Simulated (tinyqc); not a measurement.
Thickness from the transmission.

Question. A dielectric of barrier phi1 and mass m1 carries the voltage V, so U = phi1 - V x/t1. At E = 0 the WKB exponent is S = (4 t1/(3 V)) sqrt(m1/C) [phi1^1.5 - max(phi1 - V, 0)^1.5], C = hbar^2/(2 m0), and T = exp(-S). Find S, t1 and the field.

Parameters, values chosen for the exercise:
- phi1 = 3.02 eV (barrier of layer 1 above the emitter Fermi level at zero bias)
- m1 = 0.5 m0 (tunnelling mass of layer 1)
- V = 0.3 V (voltage across the dielectric)

Constants: q = 1.602176634e-19 C, hbar = 1.054571817e-34 J s, m0 = 9.1093837015e-31 kg, hbar^2/(2 m0) = 0.0380998212 eV nm^2. Results are converted to the units shown.

T at E = 0 = 2.5758114e-18

Answer. At fixed V the exponent is proportional to t1.

S = 40.5
t1 = 3.30 nm
field = 0.909 MV/cm

Computed by the program tinyqc: `OMP_NUM_THREADS=1 python tinyqc.py 2540161 2540162 out.jsonl`, one thread of a shared Intel Xeon 2.30GHz, about 0.04 s for the whole run.
